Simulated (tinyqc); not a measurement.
Range and order of the fit: effective mass of the conduction band from tabulated energies.

c = hbar^2/2m0. A uniform scatter of up to 0.3 meV has been added to mimic numerical noise.
Constants: hbar^2/2m0 = 3.80998211 eV angstrom^2.

Energies along [111], from the band edge:
```
k (1/angstrom),E (meV)
0.000000,0.00000
0.001800,0.73900
0.003600,3.74780
0.005400,8.03570
0.007200,13.93630
0.009000,21.09610
0.010800,29.88060
0.012600,39.00030
0.014400,49.44340
```

reference mass (curvature of the model at k = 0.0001 1/angstrom) = 0.013400 m0

Least-squares fits of E = a k^2 (+ b k^4 + d k^6) over points 1 to n, and the line y = c k^2/E against E; errors of m against the reference.

Results:
```
n,E at point n (meV),one term (%),two terms (%),three terms (%),line (%),"rms residual, one term (meV)"
3,8.0,2.53,-1.62,44.93,19.85,0.131
4,13.9,4.85,-0.73,-0.75,14.26,0.162
5,21.1,7.57,-0.19,-1.06,11.06,0.275
6,29.9,9.49,2.14,-2.07,9.36,0.358
7,39.0,12.61,1.53,1.62,7.94,0.674
8,49.4,15.61,2.59,0.50,7.00,0.981
```

The error of the parabola goes from +2.53 to +15.61 % as the range widens, and at n = 8 its residual, 0.98 meV, is only 2.0 % of the top energy: a small residual does not vouch for the mass. Over the full range (n = 8) the best form is three terms (0.50 %); the line errs by +19.85 % at n = 3 and +7.00 % at n = 8. Many terms on few points amplify the scatter: three terms err by +44.9 % at n = 3 but by +0.5 % at n = 8.

Computed by tinyqc, a small Python program: `OMP_NUM_THREADS=1 python tinyqc.py 1851023 1851024 out.jsonl` (the numbers bound the seed that draws the inputs); one thread of a shared host (Intel(R) Xeon(R) Processor @ 2.30GHz), about 0.01 s for the whole set of steps.
